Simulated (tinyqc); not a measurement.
Tunnelling through a gate dielectric with the two-band (Franz) dispersion, WKB transmission and Tsu-Esaki current: one step of the calculation.

Electrons leave the emitter at x = 0. Energies E (motion across the layers) are in eV from the emitter Fermi level; the collector Fermi level lies at -V and offers states at every E. No charge in the dielectric and no image force: F1 = V/t1, U = phi1 - F1 x. With C = hbar^2/(2 m0), kappa = sqrt(m u (1 - u/Egx)/C), u = U - E where U > E and 0 elsewhere; T(E) = exp(-S), S = 2 times the integral of kappa over x.

Problem. WKB exponent by the midpoint rule. Cut each layer into nc equal cells, take U and kappa at the cell centres, and sum S = 2 sum kappa h.

Parameters, values chosen for the exercise; dielectric values close to those of silicon dioxide: barrier of layer 1 above the emitter Fermi level at zero bias phi1 = 3.1 eV; tunnelling mass of layer 1 m1 = 0.48 m0; thickness of layer 1 t1 = 1.4 nm; gap parameter of the two-band dispersion, set freely Egx = 7.6 eV; voltage across the dielectric V = 0.9 V; energy of the electron followed E = 0 eV; cells in each layer nc = 9.

Constants: q = 1.602176634e-19 C, hbar = 1.054571817e-34 J s, m0 = 9.1093837015e-31 kg, hbar^2/(2 m0) = 0.0380998212 eV nm^2. Results are converted to the units shown.

Give: x; U; kappa; S; T(E).

Solution.

| cell | x (nm) | U (eV) | kappa (1/nm) |
|---|---|---|---|
| 0 | 0.0778 | 3.0500 | 4.7963 |
| 1 | 0.2333 | 2.9500 | 4.7686 |
| 2 | 0.3889 | 2.8500 | 4.7372 |
| 3 | 0.5444 | 2.7500 | 4.7021 |
| 4 | 0.7000 | 2.6500 | 4.6631 |
| 5 | 0.8556 | 2.5500 | 4.6203 |
| 6 | 1.0111 | 2.4500 | 4.5734 |
| 7 | 1.1667 | 2.3500 | 4.5224 |
| 8 | 1.3222 | 2.2500 | 4.4670 |

S = 13.020
T(E) = 2.2153e-6

Numbers from tinyqc (`OMP_NUM_THREADS=1 python tinyqc.py 2540008 2540009 out.jsonl`; about 0.03 s on one thread of a shared Intel Xeon 2.30GHz).
